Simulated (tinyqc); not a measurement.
Well width and field from level and shift.

Inverse problem. An infinitely deep well has E_1(0) = C (pi/L)^2/m1, C = hbar^2/(2 m0), and in a field F (potential zero at the centre of the well) the second-order term of the shift is -m1 F^2 L^4 (15 - pi^2)/(48 C pi^4); higher orders are set aside. Find L and F.

Inputs (values chosen for the exercise):
- m1 = 0.54 m0 (mass)

Constants: q = 1.602176634e-19 C, hbar = 1.054571817e-34 J s, m0 = 9.1093837015e-31 kg, hbar^2/(2 m0) = 0.0380998212 eV nm^2. Results are converted to the units shown.

E_1(0) = 0.0018889761 eV
second-order shift of level 1 = -0.047551956 meV

Solution. The level gives L, and the shift then gives F^2.

L = 19.2 nm
F = 1.50e-4 V/nm

Program tinyqc, `OMP_NUM_THREADS=1 python tinyqc.py 2580011 2580012 out.jsonl`; Intel Xeon 2.30GHz, shared host, one thread, about 0.02 s.
